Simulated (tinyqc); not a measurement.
# Slope factor and drain-induced lowering from three currents

Problem. With source and body at 0 V, I = A exp((Vg + dd Vd)/(nf Vt)) (1 - exp(-Vd/Vt)). Find nf, the swing nf Vt ln 10 and dd.

Parameters, values chosen for the exercise: temperature T = 378 K.

Constants: q = 1.602176634e-19 C, kB = 1.380649e-23 J/K, Vt = kB T/q. Results are converted to the units shown.

currents at (Vg, Vd) = (0, 0.05), (0, 1.1) and (0.08, 1.1) V (nA/um): [0.011587003, 0.21675557, 1.3932066]

Solution. The pair at equal Vd gives nf; the pair at equal Vg, after dividing out the factors 1 - exp(-Vd/Vt), gives dd.

nf = 1.32
swing = 99.0 mV/decade
dd = 0.110

Computed by the program tinyqc: `OMP_NUM_THREADS=1 python tinyqc.py 2242111 2242112 out.jsonl`, one thread of a shared Intel Xeon 2.30GHz, about 0.04 s for the whole run.
